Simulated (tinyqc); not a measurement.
Inductance and parasitic capacitance from two readings.

Inverse problem. A loss-free coil L in parallel with C shows the apparent inductance L/(1 - w^2 L C), w = 2 pi f. Find L, C and the self-resonance 1/(2 pi sqrt(L C)).

apparent inductance at 2.7 and 5.1 GHz (nH): 9.0205882  17.346979

Solution. The inverse of the reading is 1/L - w^2 C, a straight line in w^2.

L = 7.600 nH
C = 72.00 fF
self-resonance = 6.804 GHz

Numbers from tinyqc (`OMP_NUM_THREADS=1 python tinyqc.py 2302144 2302145 out.jsonl`; about 0.01 s on one thread of a shared Intel Xeon 2.30GHz).
